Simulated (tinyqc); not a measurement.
Adsorption as a lattice gas: isotherms with interactions, competition, desorption peaks and saturation dose: one step, computed by the program tinyqc.

One adsorbate per site; a molecule needs 1 empty site. Gas and surface have the same temperature.

Problem. Dose to saturate, flat and in a hole. Without desorption or interaction, 99 % coverage needs the time (N_s/(s0 F)) ln 100. For a round hole of aspect ratio a in molecular flow with unit sticking (Gordon), the time is N_s/F x [1 + (19/4) a + (3/2) a^2]. The larger of the two times is a rough guide.

Inputs (values chosen for the exercise, for a model surface):
```
quantity                                          value    unit
desorption energy E                                1.47      eV
prefactor nu                                    2.3e+12     1/s
site density N_s                                     12  1/nm^2
sticking coefficient s0                          0.0062       -
temperature T                                       558       K
aspect ratio a (depth over diameter) of a hole       20       -
```

Adsorption: molecular (first order).

flux F = 182.1065 1/(nm^2 s)

Give: time on a flat surface; time for the hole.

Solution.

time on a flat surface = 48.95 s

time for the hole = 45.86 s

Transport and reaction are comparable. Caution: with k_d = nu exp(-E/(k_B T)) of these inputs desorption is not negligible over the time on a flat surface, so without interaction 99 % coverage is not reached.
